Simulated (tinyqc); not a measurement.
Relaxation at fixed composition: composition and strain of an epitaxial Si(1-x)Ge(x) layer from Raman and X-ray peaks. Computed by tinyqc, a small Python program. Command: `OMP_NUM_THREADS=1 python tinyqc.py 3008974 3008975 out.jsonl epiraman walk`. One thread of a shared host (Intel(R) Xeon(R) Processor @ 2.30GHz), about 0.01 s of CPU time with the checks.

A (001) layer, biaxially strained in the plane. The Raman peaks follow empirical lines omega = w0 + c1 x + c3 x^3 + b eps (c3 for Si-Ge alone), with eps the in-plane strain.

Inputs (values chosen for the exercise, modelled on silicon-germanium):

| quantity | value | unit |
|---|---|---|
| Ge fraction x | 0.74 | - |
| lattice constant of Si | 5.431 | angstrom |
| lattice constant of Ge | 5.658 | angstrom |
| bowing B | 0.028 | angstrom |
| 2 C12/C11 of Si | 0.777 | - |
| 2 C12/C11 of Ge | 0.752 | - |
| Si-Si: w0 | 520.4 | 1/cm |
| Si-Si: c1 | -67.7 | 1/cm |
| Si-Si: strain coefficient b | -757 | 1/cm |
| Ge-Ge: w0 | 280.2 | 1/cm |
| Ge-Ge: c1 | 19.7 | 1/cm |
| Ge-Ge: strain coefficient b | -444 | 1/cm |
| X-ray wavelength | 1.540598 | angstrom |

Substrate: silicon.

Method:
- Relaxed lattice constant a(x) = a_Si + (a_Ge - a_Si) x - B x (1 - x).
- In-plane constant a_par = a_sub + R (a(x) - a_sub); eps = a_par/a(x) - 1; eps_perp = -(2 C12/C11) eps with 2 C12/C11 linear in x; a_perp = a(x) (1 + eps_perp).
- (004) Bragg angle theta = arcsin(2 lambda/a), with a = a_perp for the layer and a_sub for the substrate; separation = layer less substrate. The apparent x is the one that a fully strained layer (R = 0) would need to give the same a_perp.

Signatures:

| R | eps (per mille) | Si-Si (1/cm) | Ge-Ge (1/cm) | a_perp (angstrom) | (004) separation (arcsec) | apparent x if R = 0 is assumed |
|---|---|---|---|---|---|---|
| 0.00 | -29.068 | 492.31 | 307.68 | 5.7169 | -7026.0 | 0.74000 |
| 0.15 | -24.708 | 489.01 | 305.75 | 5.6984 | -6597.2 | 0.69562 |
| 0.30 | -20.347 | 485.70 | 303.81 | 5.6799 | -6165.1 | 0.65082 |
| 0.50 | -14.534 | 481.30 | 301.23 | 5.6553 | -5583.7 | 0.59043 |
| 0.70 | -8.720 | 476.90 | 298.65 | 5.6306 | -4996.1 | 0.52924 |
| 0.85 | -4.360 | 473.60 | 296.71 | 5.6121 | -4551.2 | 0.48281 |
| 1.00 | 0.000 | 470.30 | 294.78 | 5.5936 | -4102.8 | 0.43589 |

What follows from these numbers?

Full relaxation moves the Si-Si peak by -22.00 per cm and shrinks the X-ray separation to 58 % of its strained value, about 1/(1 + 2 C12/C11). A symmetric reflection alone cannot part x from R: a relaxed layer read as strained gives x = 0.436 in place of 0.74. An asymmetric reflection or a second peak is needed.

Extremes, crossings and ranges named in words are read from the listed rows.
